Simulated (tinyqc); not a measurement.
Length of a molecular wire: coherent transport through a tight-binding bridge. Computed by the program tinyqc. T = Gamma_L Gamma_R |G_1n|^2 with the self-energies of semi-infinite chains.

A uniform bridge between two chains:
```
parameter                       value
site energy (eV)             1.430000
hopping in the bridge (eV)   1.080000
lead hopping (eV)            2.630000
couplings (eV)              0.9, 0.63
E (eV)                      -0.200000
```

Transmission against length:
```
sites           T     ln T
2      8.4662e-02  -2.4691
4      3.0385e-01  -1.1912
5      7.8296e-02  -2.5473
6      6.8237e-02  -2.6848
7      1.7553e-01  -1.7400
8      7.5457e-01  -0.2816
9      1.1028e-01  -2.2048
10     6.4137e-02  -2.7467
```

Estimate the missing row, sites = 3.

Computed row:
```
sites           T     ln T
3      3.9376e-01  -0.9320
```

E lies inside the band of the bridge (|E - e|/2h = 0.755 < 1): T does not decay but oscillates with length, between 0.064 and 0.755 here, as levels of the bridge pass E.
